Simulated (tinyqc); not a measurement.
MOS capacitor on a p-type substrate, surface potential from the exact charge relation: two steps of the calculation.

Uniform p-type substrate, Boltzmann statistics, full ionisation, classical densities. psi is the surface potential against the body (positive when the bands bend down) and u = psi/Vt. Traps are spread evenly over the gap and neutral at flat band, so their charge is -q Dit psi; the minority quasi-Fermi level is shifted by Vb.

Inputs (values chosen for the exercise); band and dielectric values close to those of In0.53Ga0.47As:

| symbol | value | unit | meaning |
|---|---|---|---|
| T | 293 | K | temperature |
| Eg | 0.735 | eV | band gap |
| eps_r | 14.1 |  | relative permittivity |
| Nc | 2e17 | cm^-3 | conduction-band density of states at T |
| Nv | 7.44e18 | cm^-3 | valence-band density of states at T |
| chi | 4.45 | eV | electron affinity |
| N | 8.5e16 | cm^-3 | acceptor density of the substrate |
| eox | 9.06 |  | relative permittivity of the gate insulator (close to aluminium oxide) |
| tox | 5.6 | nm | insulator thickness |
| phiM | 4.81 | eV | gate work function |
| Nf | -2.3e10 | cm^-2 | fixed charge at the interface, in units of q |
| Dit | 0 | cm^-2 eV^-1 | density of interface traps |
| Vb | 0.7 | V | reverse bias of the inversion layer against the body |
| Vg | 1.39 | V | gate voltage against the body |

Constants: q = 1.602176634e-19 C, kB = 1.380649e-23 J/K, Vt = kB T/q, eps0 = 8.8541878128e-14 F/cm where lengths are in cm. Results are converted to the units shown.

Question 1. Flat band, threshold and scales. ni = sqrt(Nc Nv) exp(-Eg/(2 Vt)), Eg in volts; phiF = Vt ln(N/ni); Cox = eps0 eox/tox; Vfb = phiM - chi - (Eg - Vt ln(Nv/N)) - q Nf/Cox; Q0 = sqrt(2 eps0 eps_r q N Vt); r = (ni/N)^2 exp(-Vb/Vt); VT = Vfb + [(2 phiF + Vb)(1 + q Dit/Cox) + sqrt(2 eps0 eps_r q N (2 phiF + Vb))/Cox].

Wanted: ni; phiF; Cox; Vfb; Q0; r; VT.

Answer 1.

ni = 5.8221e11 cm^-3
phiF = 0.30024 V
Cox = 1.4325 uF/cm^2
Vfb = -0.25952 V
Q0 = 29.301 nC/cm^2
r = 4.2746e-23
VT = 1.1878 V

Question 2. Newton step for the surface potential. u = psi/Vt; F^2 = exp(-u) + u - 1 + r (exp(u) - u - 1); Qs = -sign(u) Q0 F; Cs = -dQs/dpsi = (Q0/Vt) |1 - exp(-u) + r (exp(u) - 1)|/(2 F). f = Vfb + psi + (q Dit psi - Qs)/Cox - Vg, f' = 1 + (Cs + q Dit)/Cox, psi(new) = psi - f/f'.

psi at the start = 1.4014787 V
Cox = 1.4324811 uF/cm^2
Vfb = -0.25951560 V
Q0 = 29.301094 nC/cm^2
r = 4.2745696e-23

Find: u; F; Qs; Cs; f; f'; psi after iteration 1.

Answer 2.

u = 55.51
F = 10.45
Qs = -306.1 nC/cm^2
Cs = 3.089 uF/cm^2
f = -0.03438 V
f' = 3.156
psi after iteration 1 = 1.412 V

Program tinyqc, `OMP_NUM_THREADS=1 python tinyqc.py 2060044 2060045 out.jsonl`; Intel Xeon 2.30GHz, shared host, one thread, about 0.01 s.
